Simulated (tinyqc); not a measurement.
# Gate voltage for a wanted density

Question. A HEMT has a barrier of thickness d, permittivity eb and off voltage Voff; energies are counted from the channel band edge at the interface. F = q (eta ns + Nb)/(eps0 ec) in eV/nm; E_k = a_k (C F^2/me)^(1/3), a_0 = 2.338107, a_1 = 4.087949, C = hbar^2/(2 m0); D = me m0 q/(pi hbar^2); ns = D Vt [ln(1 + exp((EF - E_0)/Vt)) + ln(1 + exp((EF - E_1)/Vt))], which gives EF = E_0 + Vt ln{2 s/[(1 + u) + sqrt((1 + u)^2 + 4 u s)]} with s = exp(ns/(D Vt)) - 1, u = exp((E_0 - E_1)/Vt). Charge control: ns + Nb = eps0 eb (Vg - Voff - EF)/(q d). Find E_0, E_1, EF and the Vg that gives this ns.

Values chosen for this exercise; material values close to those of AlGaN on GaN:
```
symbol  value   unit                                         meaning
T         400      K                                     temperature
d          34     nm                               barrier thickness
me       0.21     m0                    electron mass in the channel
ec       9.35                   relative permittivity of the channel
eta      0.75         share of ns that counts in the confining field
Nb          0  cm^-2                  depletion charge of the buffer
```

Constants: q = 1.602176634e-19 C, kB = 1.380649e-23 J/K, hbar = 1.054571817e-34 J s, m0 = 9.1093837015e-31 kg, Vt = kB T/q, eps0 = 8.8541878128e-14 F/cm where lengths are in cm, hbar^2/(2 m0) = 0.0380998212 eV nm^2. Results are converted to the units shown.

ns = 1.84e12 cm^-2
eb = 9.2327000
Voff = -8.0458286 V

Answer. In this direction nothing needs iterating: ns fixes the field, the levels and EF, and the charge-control relation gives Vg.

E_0 = 0.118 eV
E_1 = 0.207 eV
EF = 0.108 eV
Vg = -6.71 V

Program tinyqc, `OMP_NUM_THREADS=1 python tinyqc.py 2180019 2180020 out.jsonl`; Intel Xeon 2.30GHz, shared host, one thread, about 0.01 s.
